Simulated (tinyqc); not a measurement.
Resistance of a tapered via with liner, size effect and interface: via resistance against the diameter at the bottom.

A round via whose diameter grows from db at the bottom as D(z) = db + 2 z/tan(ang). The fill, of diameter D - 2 tl, starts above the bottom liner (thickness fb tl) and has rho = rho0 (1 + ks lam/(D - 2 tl)); the sidewall liner conducts in parallel with it. The bottom liner and the interface are crossed over the full area pi db^2/4. Spreading in the lines above and below is left out.

Slices between z0 = fb tl and hv, evaluated at their midpoints: conductance per length pi/4 [(D - 2 tl)^2/rho + (D^2 - (D - 2 tl)^2)/rl], slice resistance = slice height over that. 2000 slices. R_fill = sum of the slices; R_bottom = rl fb tl/(pi db^2/4); R_interface = ri/(pi db^2/4); ballistic (Sharvin) limit 1/(Sb pi (db - 2 tl)^2/4); ideal cylinder rho0 hv/(pi db^2/4).

Inputs (values chosen for the exercise); fill metal close to copper:

| symbol | value | unit | meaning |
|---|---|---|---|
| hv | 84 | nm | height |
| ang | 89 | degrees | sidewall angle |
| rho0 | 1.65 | uohm cm | bulk resistivity of the fill |
| lam | 39.2 | nm | mean free path of the fill |
| ks | 1.2 |  | size-effect factor |
| tl | 2.9 | nm | liner on the sidewall |
| fb | 1 |  | liner at the bottom over that on the sidewall |
| rl | 540 | uohm cm | resistivity of the liner |
| ri | 6.2e-13 | ohm cm^2 | interface resistivity at the bottom |
| Sb | 1.1e15 | S/m^2 | ballistic conductance per area, about 3/(4 rho0 lam) |

Results:
```
db (nm)	R_fill (ohm)	R_bottom (ohm)	R_interface (ohm)	R (ohm)	ballistic limit (ohm)	R over ideal cylinder	largest part
8.3	1338	289.4	1.146	1628	185.2	63.57	fill
11	307.7	164.8	0.6524	473.1	42.81	32.44	fill
16	62.67	77.89	0.3084	140.9	11.13	20.43	bottom liner
22	19.89	41.20	0.1631	61.25	4.410	16.80	bottom liner
30	7.293	22.15	0.08771	29.54	1.976	15.06	bottom liner
58	1.107	5.927	0.02347	7.058	0.4248	13.45	bottom liner
80	0.4817	3.115	0.01233	3.609	0.2102	13.09	bottom liner
```

Estimate the missing row, db = 42 nm.

Computed row:
```
db (nm)	R_fill (ohm)	R_bottom (ohm)	R_interface (ohm)	R (ohm)	ballistic limit (ohm)	R over ideal cylinder	largest part
42	2.691	11.30	0.04475	14.04	0.8833	14.03	bottom liner
```

With this row back in the table: R falls from 1630 to 3.61 ohm. The fill is the largest part at db = 8.3, the bottom liner from 16 on. R goes as db^(-4.39) between the first two rows and db^(-2.09) between the last two; area alone gives -2.

Computed by the program tinyqc: `OMP_NUM_THREADS=1 python tinyqc.py 2750024 2750025 out.jsonl`, one thread of a shared Intel Xeon 2.30GHz, about 0.01 s for the whole run.
